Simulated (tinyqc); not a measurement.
All hoppings scaled: three-band tight binding of a dichalcogenide monolayer.

Inputs chosen for the exercise (near a published set for monolayer MoTe2; not measured data): e1 = 0.598 eV (level of dz2); e2 = 1.959 eV (level of dxy and dx2-y2); t0 = -0.167 eV (hopping); t1 = 0.229 eV (hopping); t2 = 0.388 eV (hopping); t11 = 0.212 eV (hopping); t12 = 0.242 eV (hopping); t22 = 0.248 eV (hopping); lam = 0.108 eV (spin-orbit constant).

The six hoppings are multiplied by f; e1, e2 and lam stay (real strain also moves e1 and e2, so this is no model of it). Closed forms: Ev(K) = e2 - (3/2)(t11 + t22) - 3 sqrt3 t12 + lam, Ec(K) = e1 - 3 t0, Ev(Gamma) = e1 + 6 t0.

Gaps (eV):

| f | direct gap at K | Ev(K) - Ev(Gamma) | Ec(K) - top of valence band |
|---|---|---|---|
| 0.85 | 0.6122 | 0.6654 | 0.6122 |
| 0.90 | 0.7346 | 0.6181 | 0.7346 |
| 0.94 | 0.8326 | 0.5803 | 0.8326 |
| 0.97 | 0.9060 | 0.5519 | 0.9060 |
| 1.03 | 1.0529 | 0.4952 | 1.0529 |
| 1.06 | 1.1264 | 0.4668 | 1.1264 |
| 1.10 | 1.2243 | 0.4290 | 1.2243 |

Give the missing row, f = 1.00.

Computed row:
```
f     direct gap at K  Ev(K) - Ev(Gamma)  Ec(K) - top of valence band
1.00           0.9795             0.5235                       0.9795
```

The direct gap changes by +24.5 meV for each per cent of f. The top of the valence band stays at K over the range.

Computed by tinyqc, a small Python program: `OMP_NUM_THREADS=1 python tinyqc.py 1480892 1480893 out.jsonl` (the numbers bound the seed that draws the inputs); one thread of a shared host (Intel(R) Xeon(R) Processor @ 2.30GHz), about 0.02 s for the whole set of steps.
